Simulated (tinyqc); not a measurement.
Box-like doped layer, carriers, mobility and sheet resistance: one step of the calculation.

A p-type layer from the surface x = 0 to the junction xj, N(x) = N0 for x < xb and N0 10^(-(x - xb)/Lt) beyond. Local neutrality (no depletion at surface or junction, no spilling of carriers), intrinsic carriers neglected, full ionisation of active dopants.

Question. Junction depth and local values. xj = xb + Lt log10(N0/Nb); 10 equal steps from 0 to xj. Active dopant A = min(N, Ns); p = A - Nb; mobility mu = m1 + (m2 (T/300 K)^(-bt) - m1)/(1 + ((A + Nb)/Nr)^am).

Parameters, values chosen for the exercise; values close to those of boron in silicon over an n-type background:
```
symbol    value        unit                                 meaning
T           250           K                             temperature
Nb       1.1e17       cm^-3  background doping of the opposite type
N0       3.5e20       cm^-3             peak chemical concentration
m1         46.2  cm^2/(V s)           mobility limit at high doping
m2          453  cm^2/(V s)  mobility limit at low doping, at 300 K
Nr       2.3e17       cm^-3    reference doping of the mobility law
am         0.72                        exponent of the mobility law
bt          2.3                          temperature exponent of m2
Ns      2.07e20       cm^-3       solubility limit of active dopant
xb          110          nm                   depth of the flat top
Lt           18   nm/decade                  abruptness of the tail
```

Give: xj; x; N; A; p; mu.

Answer.

xj = 173.0 nm

```
point  x (nm)  N (cm^-3)  A (cm^-3)  p (1e20 cm^-3)  mu (cm^2/(V s))
0         0.0   3.500e20   2.070e20           2.069            50.96
1        17.3   3.500e20   2.070e20           2.069            50.96
2        34.6   3.500e20   2.070e20           2.069            50.96
3        51.9   3.500e20   2.070e20           2.069            50.96
4        69.2   3.500e20   2.070e20           2.069            50.96
5        86.5   3.500e20   2.070e20           2.069            50.96
6       103.8   3.500e20   2.070e20           2.069            50.96
7       121.1   8.424e19   8.424e19           0.841            55.23
8       138.4   9.208e18   9.208e18           0.091            88.02
9       155.7   1.006e18   1.006e18           0.009            202.3
10      173.0   1.100e17   1.100e17           0.000            372.7
```

Program tinyqc, `OMP_NUM_THREADS=1 python tinyqc.py 2110035 2110036 out.jsonl`; Intel Xeon 2.30GHz, shared host, one thread, about 0.01 s.
